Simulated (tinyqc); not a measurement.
UHF in the 6-31g basis, for H4, spin multiplicity 3, step by step (part 3 of 3). This run ends on a higher stationary point, not on the lowest solution. Computed by tinyqc, a small Python program that keeps every step (integrals from PySCF). Command: `OMP_NUM_THREADS=1 python tinyqc.py 29539 29540 out.jsonl` (the two numbers bound the seeds that draw the settings). One thread of a shared host (Intel(R) Xeon(R) Processor @ 2.60GHz), about 0.2 s of CPU time with the checks.

Geometry (angstrom):
```
atom       x       y       z
H     0.0000  0.0000  0.0000
H     0.0000  0.0000  0.7110
H     0.0000  1.6980  0.0000
H     0.0000  1.6980  0.7110
```

## Iteration 2: diagonalisation and new density

extrapolated F(alpha) (hartree), order 1H 1s, 1H 2s, 2H 1s, 2H 2s, 3H 1s, 3H 2s, 4H 1s, 4H 2s:
$$\begin{pmatrix}
-0.2896 & -0.6500 & -0.6665 & -0.6033 & -0.0817 & -0.2309 & -0.0290 & -0.1876 \\
-0.6500 & -0.4876 & -0.6033 & -0.4867 & -0.2309 & -0.2978 & -0.1876 & -0.2763 \\
-0.6665 & -0.6033 & -0.2896 & -0.6500 & -0.0290 & -0.1876 & -0.0817 & -0.2309 \\
-0.6033 & -0.4867 & -0.6500 & -0.4876 & -0.1876 & -0.2763 & -0.2309 & -0.2978 \\
-0.0817 & -0.2309 & -0.0290 & -0.1876 & -0.2896 & -0.6500 & -0.6665 & -0.6033 \\
-0.2309 & -0.2978 & -0.1876 & -0.2763 & -0.6500 & -0.4876 & -0.6033 & -0.4867 \\
-0.0290 & -0.1876 & -0.0817 & -0.2309 & -0.6665 & -0.6033 & -0.2896 & -0.6500 \\
-0.1876 & -0.2763 & -0.2309 & -0.2978 & -0.6033 & -0.4867 & -0.6500 & -0.4876
\end{pmatrix}$$

extrapolated F(beta) (hartree), order 1H 1s, 1H 2s, 2H 1s, 2H 2s, 3H 1s, 3H 2s, 4H 1s, 4H 2s:
$$\begin{pmatrix}
0.1215 & -0.3754 & -0.3982 & -0.3875 & -0.1464 & -0.2385 & -0.1283 & -0.2296 \\
-0.3754 & -0.2685 & -0.3875 & -0.3046 & -0.2385 & -0.2692 & -0.2296 & -0.2764 \\
-0.3982 & -0.3875 & 0.1215 & -0.3754 & -0.1283 & -0.2296 & -0.1464 & -0.2385 \\
-0.3875 & -0.3046 & -0.3754 & -0.2685 & -0.2296 & -0.2764 & -0.2385 & -0.2692 \\
-0.1464 & -0.2385 & -0.1283 & -0.2296 & 0.1215 & -0.3754 & -0.3982 & -0.3875 \\
-0.2385 & -0.2692 & -0.2296 & -0.2764 & -0.3754 & -0.2685 & -0.3875 & -0.3046 \\
-0.1283 & -0.2296 & -0.1464 & -0.2385 & -0.3982 & -0.3875 & 0.1215 & -0.3754 \\
-0.2296 & -0.2764 & -0.2385 & -0.2692 & -0.3875 & -0.3046 & -0.3754 & -0.2685
\end{pmatrix}$$

X, order 1H 1s, 1H 2s, 2H 1s, 2H 2s, 3H 1s, 3H 2s, 4H 1s, 4H 2s:
$$\begin{pmatrix}
-0.4817 & -0.5668 & -0.5265 & 0.5790 & 0.6695 & 0.5915 & 0.2667 & 0.1469 \\
2.1187 & 1.3283 & 0.6571 & -0.3957 & 0.1522 & 0.2524 & 0.2137 & 0.2149 \\
0.4817 & 0.5668 & -0.5265 & 0.5790 & -0.6695 & -0.5915 & 0.2667 & 0.1469 \\
-2.1187 & -1.3283 & 0.6571 & -0.3957 & -0.1522 & -0.2524 & 0.2137 & 0.2149 \\
0.4817 & -0.5668 & 0.5265 & 0.5790 & -0.6695 & 0.5915 & -0.2667 & 0.1469 \\
-2.1187 & 1.3283 & -0.6571 & -0.3957 & -0.1522 & 0.2524 & -0.2137 & 0.2149 \\
-0.4817 & 0.5668 & 0.5265 & 0.5790 & 0.6695 & -0.5915 & -0.2667 & 0.1469 \\
2.1187 & -1.3283 & -0.6571 & -0.3957 & 0.1522 & -0.2524 & -0.2137 & 0.2149
\end{pmatrix}$$

D(alpha) after iteration 1, order 1H 1s, 1H 2s, 2H 1s, 2H 2s, 3H 1s, 3H 2s, 4H 1s, 4H 2s:
$$\begin{pmatrix}
0.2668 & 0.2847 & 0.1234 & -0.1422 & 0.0420 & 0.2040 & -0.1015 & -0.2228 \\
0.2847 & 0.7346 & -0.1422 & -0.6770 & 0.2040 & 0.7012 & -0.2228 & -0.7104 \\
0.1234 & -0.1422 & 0.2668 & 0.2847 & -0.1015 & -0.2228 & 0.0420 & 0.2040 \\
-0.1422 & -0.6770 & 0.2847 & 0.7346 & -0.2228 & -0.7104 & 0.2040 & 0.7012 \\
0.0420 & 0.2040 & -0.1015 & -0.2228 & 0.2668 & 0.2847 & 0.1234 & -0.1422 \\
0.2040 & 0.7012 & -0.2228 & -0.7104 & 0.2847 & 0.7346 & -0.1422 & -0.6770 \\
-0.1015 & -0.2228 & 0.0420 & 0.2040 & 0.1234 & -0.1422 & 0.2668 & 0.2847 \\
-0.2228 & -0.7104 & 0.2040 & 0.7012 & -0.1422 & -0.6770 & 0.2847 & 0.7346
\end{pmatrix}$$

D(beta) after iteration 1, order 1H 1s, 1H 2s, 2H 1s, 2H 2s, 3H 1s, 3H 2s, 4H 1s, 4H 2s:
$$\begin{pmatrix}
0.0763 & 0.0313 & 0.0763 & 0.0313 & 0.0763 & 0.0313 & 0.0763 & 0.0313 \\
0.0313 & 0.0153 & 0.0313 & 0.0153 & 0.0313 & 0.0153 & 0.0313 & 0.0153 \\
0.0763 & 0.0313 & 0.0763 & 0.0313 & 0.0763 & 0.0313 & 0.0763 & 0.0313 \\
0.0313 & 0.0153 & 0.0313 & 0.0153 & 0.0313 & 0.0153 & 0.0313 & 0.0153 \\
0.0763 & 0.0313 & 0.0763 & 0.0313 & 0.0763 & 0.0313 & 0.0763 & 0.0313 \\
0.0313 & 0.0153 & 0.0313 & 0.0153 & 0.0313 & 0.0153 & 0.0313 & 0.0153 \\
0.0763 & 0.0313 & 0.0763 & 0.0313 & 0.0763 & 0.0313 & 0.0763 & 0.0313 \\
0.0313 & 0.0153 & 0.0313 & 0.0153 & 0.0313 & 0.0153 & 0.0313 & 0.0153
\end{pmatrix}$$

overlap S, order 1H 1s, 1H 2s, 2H 1s, 2H 2s, 3H 1s, 3H 2s, 4H 1s, 4H 2s:
$$\begin{pmatrix}
1.0000 & 0.6583 & 0.4816 & 0.5192 & 0.0258 & 0.1704 & 0.0142 & 0.1346 \\
0.6583 & 1.0000 & 0.5192 & 0.8645 & 0.1704 & 0.4359 & 0.1346 & 0.3769 \\
0.4816 & 0.5192 & 1.0000 & 0.6583 & 0.0142 & 0.1346 & 0.0258 & 0.1704 \\
0.5192 & 0.8645 & 0.6583 & 1.0000 & 0.1346 & 0.3769 & 0.1704 & 0.4359 \\
0.0258 & 0.1704 & 0.0142 & 0.1346 & 1.0000 & 0.6583 & 0.4816 & 0.5192 \\
0.1704 & 0.4359 & 0.1346 & 0.3769 & 0.6583 & 1.0000 & 0.5192 & 0.8645 \\
0.0142 & 0.1346 & 0.0258 & 0.1704 & 0.4816 & 0.5192 & 1.0000 & 0.6583 \\
0.1346 & 0.3769 & 0.1704 & 0.4359 & 0.5192 & 0.8645 & 0.6583 & 1.0000
\end{pmatrix}$$

Diagonalise F' = X^T F X, C = X C', fill 3 alpha and 1 beta electrons from the bottom; D(s) = C_occ C_occ^T; the new density keeps 0.7 of the old one (damping). Each column has its largest component positive (the first on a tie).

F' = X^T F X (alpha) (hartree):
$$\begin{pmatrix}
0.7952 & 0.0000 & 0.0000 & 0.0000 & -0.5461 & 0.0000 & 0.0000 & 0.0000 \\
0.0000 & 0.8002 & 0.0000 & 0.0000 & 0.0000 & -0.6962 & 0.0000 & 0.0000 \\
0.0000 & 0.0000 & 0.6819 & 0.0000 & 0.0000 & 0.0000 & 0.0405 & 0.0000 \\
0.0000 & 0.0000 & 0.0000 & 0.6641 & 0.0000 & 0.0000 & 0.0000 & -0.2795 \\
-0.5461 & 0.0000 & 0.0000 & 0.0000 & 0.7695 & 0.0000 & 0.0000 & 0.0000 \\
0.0000 & -0.6962 & 0.0000 & 0.0000 & 0.0000 & 0.3403 & 0.0000 & 0.0000 \\
0.0000 & 0.0000 & 0.0405 & 0.0000 & 0.0000 & 0.0000 & -0.6942 & 0.0000 \\
0.0000 & 0.0000 & 0.0000 & -0.2795 & 0.0000 & 0.0000 & 0.0000 & -0.8001
\end{pmatrix}$$

orbital energies (alpha) (hartree): MO1 -0.8516, MO2 -0.6954, MO3 -0.1629, MO4 0.2361, MO5 0.6831, MO6 0.7156, MO7 1.3035, MO8 1.3285

coefficients C (alpha), order 1H 1s, 1H 2s, 2H 1s, 2H 2s, 3H 1s, 3H 2s, 4H 1s, 4H 2s:
$$\begin{pmatrix}
0.2494 & 0.2821 & 0.1473 & 0.1424 & -0.5184 & 0.5427 & -0.8058 & -0.8124 \\
0.1396 & 0.1943 & 0.9827 & 1.5893 & 0.6631 & -0.4281 & 0.9286 & 1.4093 \\
0.2494 & 0.2821 & -0.1473 & -0.1424 & -0.5184 & 0.5427 & 0.8058 & 0.8124 \\
0.1396 & 0.1943 & -0.9827 & -1.5893 & 0.6631 & -0.4281 & -0.9286 & -1.4093 \\
0.2494 & -0.2821 & 0.1473 & -0.1424 & 0.5184 & 0.5427 & -0.8058 & 0.8124 \\
0.1396 & -0.1943 & 0.9827 & -1.5893 & -0.6631 & -0.4281 & 0.9286 & -1.4093 \\
0.2494 & -0.2821 & -0.1473 & 0.1424 & 0.5184 & 0.5427 & 0.8058 & -0.8124 \\
0.1396 & -0.1943 & -0.9827 & 1.5893 & -0.6631 & -0.4281 & -0.9286 & 1.4093
\end{pmatrix}$$

F' = X^T F X (beta) (hartree):
$$\begin{pmatrix}
0.8453 & 0.0000 & 0.0000 & 0.0000 & -0.5429 & 0.0000 & 0.0000 & 0.0000 \\
0.0000 & 0.9298 & 0.0000 & 0.0000 & 0.0000 & -0.6063 & 0.0000 & 0.0000 \\
0.0000 & 0.0000 & 0.7663 & 0.0000 & 0.0000 & 0.0000 & -0.0884 & 0.0000 \\
0.0000 & 0.0000 & 0.0000 & 0.8161 & 0.0000 & 0.0000 & 0.0000 & -0.1334 \\
-0.5429 & 0.0000 & 0.0000 & 0.0000 & 0.9842 & 0.0000 & 0.0000 & 0.0000 \\
0.0000 & -0.6063 & 0.0000 & 0.0000 & 0.0000 & 0.7168 & 0.0000 & 0.0000 \\
0.0000 & 0.0000 & -0.0884 & 0.0000 & 0.0000 & 0.0000 & -0.1400 & 0.0000 \\
0.0000 & 0.0000 & 0.0000 & -0.1334 & 0.0000 & 0.0000 & 0.0000 & -0.5649
\end{pmatrix}$$

orbital energies (beta) (hartree): MO1 -0.5777, MO2 -0.1485, MO3 0.2077, MO4 0.3674, MO5 0.7749, MO6 0.8289, MO7 1.4389, MO8 1.4621

coefficients C (beta), order 1H 1s, 1H 2s, 2H 1s, 2H 2s, 3H 1s, 3H 2s, 4H 1s, 4H 2s:
$$\begin{pmatrix}
0.2014 & 0.2148 & 0.0885 & 0.0808 & -0.5497 & 0.5623 & -0.8144 & -0.8208 \\
0.1762 & 0.2759 & 1.0474 & 1.6910 & 0.6335 & -0.4144 & 0.8550 & 1.2857 \\
0.2014 & 0.2148 & -0.0885 & -0.0808 & -0.5497 & 0.5623 & 0.8144 & 0.8208 \\
0.1762 & 0.2759 & -1.0474 & -1.6910 & 0.6335 & -0.4144 & -0.8550 & -1.2857 \\
0.2014 & -0.2148 & 0.0885 & -0.0808 & 0.5497 & 0.5623 & -0.8144 & 0.8208 \\
0.1762 & -0.2759 & 1.0474 & -1.6910 & -0.6335 & -0.4144 & 0.8550 & -1.2857 \\
0.2014 & -0.2148 & -0.0885 & 0.0808 & 0.5497 & 0.5623 & 0.8144 & -0.8208 \\
0.1762 & -0.2759 & -1.0474 & 1.6910 & -0.6335 & -0.4144 & -0.8550 & 1.2857
\end{pmatrix}$$

D(alpha) after iteration 2, order 1H 1s, 1H 2s, 2H 1s, 2H 2s, 3H 1s, 3H 2s, 4H 1s, 4H 2s:
$$\begin{pmatrix}
0.2358 & 0.2696 & 0.1224 & -0.1161 & 0.0307 & 0.1803 & -0.0828 & -0.2054 \\
0.2696 & 0.8211 & -0.1161 & -0.7464 & 0.1803 & 0.7751 & -0.2054 & -0.7924 \\
0.1224 & -0.1161 & 0.2358 & 0.2696 & -0.0828 & -0.2054 & 0.0307 & 0.1803 \\
-0.1161 & -0.7464 & 0.2696 & 0.8211 & -0.2054 & -0.7924 & 0.1803 & 0.7751 \\
0.0307 & 0.1803 & -0.0828 & -0.2054 & 0.2358 & 0.2696 & 0.1224 & -0.1161 \\
0.1803 & 0.7751 & -0.2054 & -0.7924 & 0.2696 & 0.8211 & -0.1161 & -0.7464 \\
-0.0828 & -0.2054 & 0.0307 & 0.1803 & 0.1224 & -0.1161 & 0.2358 & 0.2696 \\
-0.2054 & -0.7924 & 0.1803 & 0.7751 & -0.1161 & -0.7464 & 0.2696 & 0.8211
\end{pmatrix}$$

D(beta) after iteration 2, order 1H 1s, 1H 2s, 2H 1s, 2H 2s, 3H 1s, 3H 2s, 4H 1s, 4H 2s:
$$\begin{pmatrix}
0.0656 & 0.0326 & 0.0656 & 0.0326 & 0.0656 & 0.0326 & 0.0656 & 0.0326 \\
0.0326 & 0.0200 & 0.0326 & 0.0200 & 0.0326 & 0.0200 & 0.0326 & 0.0200 \\
0.0656 & 0.0326 & 0.0656 & 0.0326 & 0.0656 & 0.0326 & 0.0656 & 0.0326 \\
0.0326 & 0.0200 & 0.0326 & 0.0200 & 0.0326 & 0.0200 & 0.0326 & 0.0200 \\
0.0656 & 0.0326 & 0.0656 & 0.0326 & 0.0656 & 0.0326 & 0.0656 & 0.0326 \\
0.0326 & 0.0200 & 0.0326 & 0.0200 & 0.0326 & 0.0200 & 0.0326 & 0.0200 \\
0.0656 & 0.0326 & 0.0656 & 0.0326 & 0.0656 & 0.0326 & 0.0656 & 0.0326 \\
0.0326 & 0.0200 & 0.0326 & 0.0200 & 0.0326 & 0.0200 & 0.0326 & 0.0200
\end{pmatrix}$$

## Iteration 58 (converged): orbitals

converged F(alpha) (hartree), order 1H 1s, 1H 2s, 2H 1s, 2H 2s, 3H 1s, 3H 2s, 4H 1s, 4H 2s:
$$\begin{pmatrix}
-0.2867 & -0.6485 & -0.6642 & -0.6022 & -0.0818 & -0.2306 & -0.0291 & -0.1875 \\
-0.6485 & -0.4876 & -0.6022 & -0.4867 & -0.2306 & -0.2979 & -0.1875 & -0.2765 \\
-0.6642 & -0.6022 & -0.2867 & -0.6485 & -0.0291 & -0.1875 & -0.0818 & -0.2306 \\
-0.6022 & -0.4867 & -0.6485 & -0.4876 & -0.1875 & -0.2765 & -0.2306 & -0.2979 \\
-0.0818 & -0.2306 & -0.0291 & -0.1875 & -0.2867 & -0.6485 & -0.6642 & -0.6022 \\
-0.2306 & -0.2979 & -0.1875 & -0.2765 & -0.6485 & -0.4876 & -0.6022 & -0.4867 \\
-0.0291 & -0.1875 & -0.0818 & -0.2306 & -0.6642 & -0.6022 & -0.2867 & -0.6485 \\
-0.1875 & -0.2765 & -0.2306 & -0.2979 & -0.6022 & -0.4867 & -0.6485 & -0.4876
\end{pmatrix}$$

converged F(beta) (hartree), order 1H 1s, 1H 2s, 2H 1s, 2H 2s, 3H 1s, 3H 2s, 4H 1s, 4H 2s:
$$\begin{pmatrix}
0.1193 & -0.3754 & -0.4000 & -0.3876 & -0.1469 & -0.2381 & -0.1287 & -0.2292 \\
-0.3754 & -0.2668 & -0.3876 & -0.3028 & -0.2381 & -0.2675 & -0.2292 & -0.2747 \\
-0.4000 & -0.3876 & 0.1193 & -0.3754 & -0.1287 & -0.2292 & -0.1469 & -0.2381 \\
-0.3876 & -0.3028 & -0.3754 & -0.2668 & -0.2292 & -0.2747 & -0.2381 & -0.2675 \\
-0.1469 & -0.2381 & -0.1287 & -0.2292 & 0.1193 & -0.3754 & -0.4000 & -0.3876 \\
-0.2381 & -0.2675 & -0.2292 & -0.2747 & -0.3754 & -0.2668 & -0.3876 & -0.3028 \\
-0.1287 & -0.2292 & -0.1469 & -0.2381 & -0.4000 & -0.3876 & 0.1193 & -0.3754 \\
-0.2292 & -0.2747 & -0.2381 & -0.2675 & -0.3876 & -0.3028 & -0.3754 & -0.2668
\end{pmatrix}$$

Diagonalise F' = X^T F X, C = X C', fill 3 alpha and 1 beta electrons from the bottom; D(s) = C_occ C_occ^T. Each column has its largest component positive (the first on a tie).

F' = X^T F X (alpha) (hartree):
$$\begin{pmatrix}
0.7948 & 0.0000 & 0.0000 & 0.0000 & -0.5462 & 0.0000 & 0.0000 & 0.0000 \\
0.0000 & 0.7990 & 0.0000 & 0.0000 & 0.0000 & -0.6956 & 0.0000 & 0.0000 \\
0.0000 & 0.0000 & 0.6819 & 0.0000 & 0.0000 & 0.0000 & 0.0382 & 0.0000 \\
0.0000 & 0.0000 & 0.0000 & 0.6651 & 0.0000 & 0.0000 & 0.0000 & -0.2768 \\
-0.5462 & 0.0000 & 0.0000 & 0.0000 & 0.7705 & 0.0000 & 0.0000 & 0.0000 \\
0.0000 & -0.6956 & 0.0000 & 0.0000 & 0.0000 & 0.3422 & 0.0000 & 0.0000 \\
0.0000 & 0.0000 & 0.0382 & 0.0000 & 0.0000 & 0.0000 & -0.6916 & 0.0000 \\
0.0000 & 0.0000 & 0.0000 & -0.2768 & 0.0000 & 0.0000 & 0.0000 & -0.7989
\end{pmatrix}$$

orbital energies (alpha) (hartree): MO1 -0.8495, MO2 -0.6926, MO3 -0.1616, MO4 0.2363, MO5 0.6829, MO6 0.7157, MO7 1.3027, MO8 1.3290

coefficients C (alpha), order 1H 1s, 1H 2s, 2H 1s, 2H 2s, 3H 1s, 3H 2s, 4H 1s, 4H 2s:
$$\begin{pmatrix}
0.2486 & 0.2812 & 0.1466 & 0.1419 & -0.5189 & 0.5431 & -0.8060 & -0.8125 \\
0.1402 & 0.1954 & 0.9835 & 1.5902 & 0.6628 & -0.4279 & 0.9278 & 1.4083 \\
0.2486 & 0.2812 & -0.1466 & -0.1419 & -0.5189 & 0.5431 & 0.8060 & 0.8125 \\
0.1402 & 0.1954 & -0.9835 & -1.5902 & 0.6628 & -0.4279 & -0.9278 & -1.4083 \\
0.2486 & -0.2812 & 0.1466 & -0.1419 & 0.5189 & 0.5431 & -0.8060 & 0.8125 \\
0.1402 & -0.1954 & 0.9835 & -1.5902 & -0.6628 & -0.4279 & 0.9278 & -1.4083 \\
0.2486 & -0.2812 & -0.1466 & 0.1419 & 0.5189 & 0.5431 & 0.8060 & -0.8125 \\
0.1402 & -0.1954 & -0.9835 & 1.5902 & -0.6628 & -0.4279 & -0.9278 & 1.4083
\end{pmatrix}$$

F' = X^T F X (beta) (hartree):
$$\begin{pmatrix}
0.8453 & 0.0000 & 0.0000 & 0.0000 & -0.5425 & 0.0000 & 0.0000 & 0.0000 \\
0.0000 & 0.9296 & 0.0000 & 0.0000 & 0.0000 & -0.6056 & 0.0000 & 0.0000 \\
0.0000 & 0.0000 & 0.7655 & 0.0000 & 0.0000 & 0.0000 & -0.0867 & 0.0000 \\
0.0000 & 0.0000 & 0.0000 & 0.8125 & 0.0000 & 0.0000 & 0.0000 & -0.1373 \\
-0.5425 & 0.0000 & 0.0000 & 0.0000 & 0.9834 & 0.0000 & 0.0000 & 0.0000 \\
0.0000 & -0.6056 & 0.0000 & 0.0000 & 0.0000 & 0.7162 & 0.0000 & 0.0000 \\
0.0000 & 0.0000 & -0.0867 & 0.0000 & 0.0000 & 0.0000 & -0.1413 & 0.0000 \\
0.0000 & 0.0000 & 0.0000 & -0.1373 & 0.0000 & 0.0000 & 0.0000 & -0.5639
\end{pmatrix}$$

orbital energies (beta) (hartree): MO1 -0.5775, MO2 -0.1495, MO3 0.2080, MO4 0.3675, MO5 0.7737, MO6 0.8261, MO7 1.4378, MO8 1.4612

coefficients C (beta), order 1H 1s, 1H 2s, 2H 1s, 2H 2s, 3H 1s, 3H 2s, 4H 1s, 4H 2s:
$$\begin{pmatrix}
0.2031 & 0.2158 & 0.0887 & 0.0810 & -0.5493 & 0.5617 & -0.8144 & -0.8208 \\
0.1749 & 0.2747 & 1.0472 & 1.6906 & 0.6340 & -0.4149 & 0.8552 & 1.2861 \\
0.2031 & 0.2158 & -0.0887 & -0.0810 & -0.5493 & 0.5617 & 0.8144 & 0.8208 \\
0.1749 & 0.2747 & -1.0472 & -1.6906 & 0.6340 & -0.4149 & -0.8552 & -1.2861 \\
0.2031 & -0.2158 & 0.0887 & -0.0810 & 0.5493 & 0.5617 & -0.8144 & 0.8208 \\
0.1749 & -0.2747 & 1.0472 & -1.6906 & -0.6340 & -0.4149 & 0.8552 & -1.2861 \\
0.2031 & -0.2158 & -0.0887 & 0.0810 & 0.5493 & 0.5617 & 0.8144 & -0.8208 \\
0.1749 & -0.2747 & -1.0472 & 1.6906 & -0.6340 & -0.4149 & -0.8552 & 1.2861
\end{pmatrix}$$

D(alpha) after iteration 58, order 1H 1s, 1H 2s, 2H 1s, 2H 2s, 3H 1s, 3H 2s, 4H 1s, 4H 2s:
$$\begin{pmatrix}
0.1624 & 0.2340 & 0.1194 & -0.0544 & 0.0042 & 0.1241 & -0.0388 & -0.1643 \\
0.2340 & 1.0250 & -0.0544 & -0.9094 & 0.1241 & 0.9487 & -0.1643 & -0.9857 \\
0.1194 & -0.0544 & 0.1624 & 0.2340 & -0.0388 & -0.1643 & 0.0042 & 0.1241 \\
-0.0544 & -0.9094 & 0.2340 & 1.0250 & -0.1643 & -0.9857 & 0.1241 & 0.9487 \\
0.0042 & 0.1241 & -0.0388 & -0.1643 & 0.1624 & 0.2340 & 0.1194 & -0.0544 \\
0.1241 & 0.9487 & -0.1643 & -0.9857 & 0.2340 & 1.0250 & -0.0544 & -0.9094 \\
-0.0388 & -0.1643 & 0.0042 & 0.1241 & 0.1194 & -0.0544 & 0.1624 & 0.2340 \\
-0.1643 & -0.9857 & 0.1241 & 0.9487 & -0.0544 & -0.9094 & 0.2340 & 1.0250
\end{pmatrix}$$

D(beta) after iteration 58, order 1H 1s, 1H 2s, 2H 1s, 2H 2s, 3H 1s, 3H 2s, 4H 1s, 4H 2s:
$$\begin{pmatrix}
0.0412 & 0.0355 & 0.0412 & 0.0355 & 0.0412 & 0.0355 & 0.0412 & 0.0355 \\
0.0355 & 0.0306 & 0.0355 & 0.0306 & 0.0355 & 0.0306 & 0.0355 & 0.0306 \\
0.0412 & 0.0355 & 0.0412 & 0.0355 & 0.0412 & 0.0355 & 0.0412 & 0.0355 \\
0.0355 & 0.0306 & 0.0355 & 0.0306 & 0.0355 & 0.0306 & 0.0355 & 0.0306 \\
0.0412 & 0.0355 & 0.0412 & 0.0355 & 0.0412 & 0.0355 & 0.0412 & 0.0355 \\
0.0355 & 0.0306 & 0.0355 & 0.0306 & 0.0355 & 0.0306 & 0.0355 & 0.0306 \\
0.0412 & 0.0355 & 0.0412 & 0.0355 & 0.0412 & 0.0355 & 0.0412 & 0.0355 \\
0.0355 & 0.0306 & 0.0355 & 0.0306 & 0.0355 & 0.0306 & 0.0355 & 0.0306
\end{pmatrix}$$

## Convergence

Stop when the energy changes by less than 1e-10 hartree and every element of the error matrix X^T (F D S - S D F) X (for each spin) is below 3e-06.

Course of the cycle:
```
iteration  E (hartree)     change  largest element of the error matrix
1            -1.744354          -                             2.42e-01
2            -1.777727  -3.34e-02                             1.79e-01
3            -1.802560  -2.48e-02                             1.25e-01
4            -1.821017  -1.85e-02                             8.75e-02
5            -1.834475  -1.35e-02                             6.11e-02
6            -1.844159  -9.68e-03                             4.28e-02
7            -1.851067  -6.91e-03                             2.99e-02
8            -1.855966  -4.90e-03                             2.09e-02
9            -1.859426  -3.46e-03                             1.46e-02
10           -1.861864  -2.44e-03                             1.03e-02
11           -1.863577  -1.71e-03                             7.18e-03
12           -1.864780  -1.20e-03                             5.02e-03
13           -1.865624  -8.44e-04                             3.52e-03
14           -1.866216  -5.92e-04                             2.46e-03
...                ...        ...                                  ...
45           -1.867600  -9.37e-09                             3.88e-08
46           -1.867600  -6.56e-09                             2.72e-08
47           -1.867600  -4.59e-09                             1.90e-08
48           -1.867600  -3.21e-09                             1.33e-08
49           -1.867600  -2.25e-09                             9.32e-09
50           -1.867600  -1.57e-09                             6.52e-09
51           -1.867600  -1.10e-09                             4.57e-09
52           -1.867600  -7.71e-10                             3.20e-09
53           -1.867600  -5.40e-10                             2.24e-09
54           -1.867600  -3.78e-10                             1.57e-09
55           -1.867600  -2.65e-10                             1.10e-09
56           -1.867600  -1.85e-10                             7.68e-10
57           -1.867600  -1.30e-10                             5.37e-10
58           -1.867600  -9.08e-11                             3.76e-10
```

PySCF UHF in the same basis, after a stability check = -1.878301 hartree

Converged in 58 iterations. But the solution lies 0.01070 hartree above the reference: it is another stationary point, not the lowest one. Reruns (cap 100 unless said): DIIS 8: converged in 7 to a higher stationary point; damping 0.5: converged in 32 to a higher stationary point; level shift 0.5: converged in 16 to a higher stationary point; atomic densities as start, DIIS 8: converged in 7 to a higher stationary point.

## Populations, bond orders and dipole

Mulliken: Z minus the diagonal of D S on the atom; Loewdin: the same with S^(1/2) D S^(1/2); Mayer order: 2 sum_s sum (D(s) S)_ij (D(s) S)_ji over the two atoms.

Charges (e):
```
atom  Mulliken  Loewdin  Mulliken spin
1H           0        0         0.5000
2H           0        0         0.5000
3H           0        0         0.5000
4H           0        0         0.5000
```

Mayer bond orders:
```
pair   order
2-1   0.2157
3-1   0.3088
3-2   0.1793
4-1   0.1793
4-2   0.3088
4-3   0.2157
```

dipole moment about the origin, x y z (debye): [0.0000, 0.0000, 0.0000]

<S^2> of the determinant (pure state: 2) = 2.0068
